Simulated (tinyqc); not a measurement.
Inside a calculation. Method: CIS and TDHF on RHF in the sto-6g basis, for H3+, spin multiplicity 1. One step of it, computed by the program tinyqc.

Task: CIS singlet states. Diagonalise A (1 hartree = 27.211386 eV); each vector has its largest component positive (the first on a tie). The transition dipole is mu = sqrt2 sum c_ia <i|r|a>.

CIS matrix A, singlet (hartree):
```
          1>2       1>3
1>2  0.722413  0.000000
1>3  0.000000  0.722746
```

dipole integrals <i|r|a> (bohr):
```
            x          y          z
1>2  0.000000  -0.792745   0.593384
1>3  0.000000  -0.593251  -0.792566
```

Give: singlet excitation energies; lowest vectors; oscillator strengths 2/3 w |mu|^2.

Result:

singlet excitation energies (eV): 19.6579  19.6669

lowest vectors:
```
     state 1  state 2
1>2   1.0000   0.0000
1>3   0.0000   1.0000
```

oscillator strengths 2/3 w |mu|^2: 0.9445  0.9445
